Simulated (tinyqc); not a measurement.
Composition and strain of an epitaxial Si(1-x)Ge(x) layer from Raman and X-ray peaks: one step, computed by the program tinyqc.

A (001) layer, biaxially strained in the plane. The Raman peaks follow empirical lines omega = w0 + c1 x + c3 x^3 + b eps (c3 for Si-Ge alone), with eps the in-plane strain.

Question. Raman peaks. Insert x and eps in the three lines; the strain part is b eps.

Inputs (values chosen for the exercise, modelled on silicon-germanium):
```
quantity                     value  unit
Ge fraction x                 0.77     -
Si-Si: w0                    520.5  1/cm
Si-Si: c1                      -65  1/cm
Si-Si: strain coefficient b   -776  1/cm
Si-Ge: w0                    400.3  1/cm
Si-Ge: c1                     23.7  1/cm
Si-Ge: c3                    -34.1  1/cm
Si-Ge: strain coefficient b   -609  1/cm
Ge-Ge: w0                    280.4  1/cm
Ge-Ge: c1                     19.1  1/cm
Ge-Ge: strain coefficient b   -424  1/cm
```

Substrate: silicon.

in-plane strain eps = -16.67737 per mille

Give: Si-Si peak; Si-Ge peak; Ge-Ge peak; strain parts.

Answer.

Si-Si peak = 483.4 1/cm

Si-Ge peak = 413.1 1/cm

Ge-Ge peak = 302.2 1/cm

strain parts (1/cm): Si-Si 12.94, Si-Ge 10.16, Ge-Ge 7.07

Read as unstrained, the Si-Si peak would give x = 0.571 in place of 0.77.
